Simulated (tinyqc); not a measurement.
Worked calculation: self-heating of a transistor with one or more fingers, with temperature-dependent conductivity. Computed by tinyqc, a small Python program that keeps every step. Command: `OMP_NUM_THREADS=1 python tinyqc.py 3001281 3001282 out.jsonl selfheat walk`. One thread of a shared host (Intel(R) Xeon(R) Processor @ 2.30GHz), about 0.08 s of CPU time with the checks. Intermediate numbers are printed to about 6 digits and carried at full precision; extremes and crossings named in words are read from the listed rows.

N long parallel fingers lie on the top face of a slab whose bottom is held at T_0; the top is otherwise insulated, and heat flows in two dimensions. P in W/mm is 1000 P in W/m.

Inputs (values chosen for the exercise, modelled on gallium oxide):
```
quantity                                      value           unit
conductivity at the base temperature kappa_0   22.4        W/(m K)
exponent m in kappa ~ T^-m                     1.27              -
base temperature T_0                            298              K
power per gate width P                         0.32           W/mm
fingers N                                         6              -
finger pitch s                                   53     micrometre
width of the heat source w                     0.42     micrometre
substrate thickness t                           150     micrometre
phonon free path Lambda                          26             nm
heat capacity C                                3.31  1e6 J/(m^3 K)
pulse length                                   0.72    microsecond
```

Power: fixed power.

## Geometry factors

A line source of power P on the top face raises the top at distance x by (P/(pi kappa_0)) g(x), g(x) = -ln tanh(pi x/(4 t)) (the image sum for the slab). On a strip of width w the centre sees the mean of g over the strip, g_0 = 1 + ln(8 t/(pi w)) for w much below t.

own factor g_0 = 7.81285

g(j s), j = 1..7: 1.30713  0.68465  0.38298  0.21807  0.12485  0.07161  0.04110

## Linear temperature rise of each finger

theta_i = (P/(pi kappa_0)) [g_0 + sum over j != i of g(|i - j| s)], with equal powers and constant conductivity; thermal resistance = largest theta/P.

theta of each finger (K): 47.8852  53.2614  55.3830  55.3830  53.2614  47.8852

largest theta = 55.3830 K

thermal resistance = 173.072 K mm/W

The neighbours supply 36 % of the rise of the hottest finger, which runs 7.5 K above the outer ones.

## Correction for the falling conductivity

Kirchhoff transformation for kappa = kappa_0 (T/T_0)^-m: T = T_0 [1 - (m - 1) theta/T_0]^(-1/(m - 1)), where theta is the linear rise. The bracket vanishes at the power P T_0/((m - 1) theta).

peak temperature = 360.599 K

true rise = 62.5994 K

true rise / linear rise = 1.13030

power at which the formula diverges = 6.37714 W/mm

The falling conductivity adds 13.0 % to the rise.

## Extra rise from ballistic phonons

Near a source smaller than the free path, Fourier's law overstates the flow. Rough estimate: a strip that emits phonons into a half space adds a resistance times area of 4 Lambda/(3 kappa_0), from the ballistic flux C v Delta T/4 with kappa_0 = C v Lambda/3, so Delta T_b = 4 Lambda P/(3 kappa_0 w); Knudsen number Lambda/w.

Knudsen number = 0.0619048

ballistic rise Delta T_b = 1.17914 K

Delta T_b / largest theta = 0.0212906

By this estimate the ballistic term is at most a fifth of the Fourier rise.

## Rise at the end of a pulse

After switching on, theta(tau) = (P D/kappa_0) int_0^tau X(u) Z(u) du at the hottest finger, D = kappa_0/C; X = sum over fingers at distance x of [erf((x + w/2)/r) - erf((x - w/2)/r)]/(2 w), Z = sum_(j=-200..200) (-1)^j exp(-(2 j t/r)^2)/sqrt(pi D u), r = 2 sqrt(D u); trapezoid rule on 300 points evenly spaced in ln u from u_0 = 1e-3 min(tau, w^2/D) to tau, plus the exact piece 2 sqrt(u_0/(pi D))/w below u_0. Conductivity and power are held at their base values here, and Fourier's law is used even where the diffusion length is near a phonon free path.

diffusivity D = 6.76737 micrometre^2/microsecond

diffusion length sqrt(D tau) = 2.20738 micrometre

linear rise after the pulse = 17.086 K

share of the steady rise = 0.3085

## Rise against time

The formulas are those given above.

Heating curve:
```
time (microsecond)  sqrt(D time) (micrometre)  rise (K)  share of the steady rise
0.0033                               0.149440    5.1883                   0.09368
0.033                                0.472571    10.112                    0.1826
0.33                                  1.49440    15.314                    0.2765
3.3                                   4.72571    20.546                     0.371
33                                    14.9440     25.83                    0.4664
170                                   33.9183    31.656                    0.5716
660                                   66.8316    41.258                     0.745
2000                                  116.339    51.225                    0.9249
5000                                  183.948    55.048                     0.994
```

Half the steady rise is reached between 33 and 170 microseconds, and the last row holds 99.4 % of it; the slowest time constant is 4 t^2/(pi^2 D) = 1350 microseconds. While the diffusion length lies between w and the pitch or thickness, the rise grows as the logarithm of time; once it nears the pitch of 53 micrometre the neighbours add their heat.

Checks made by the program: g(s) against the alternating image sum (relative difference 1e-06); Kirchhoff integral of kappa/kappa_0 from T_0 to T (relative difference below 1e-10); long-time limit against the steady rise (relative difference 3e-05).
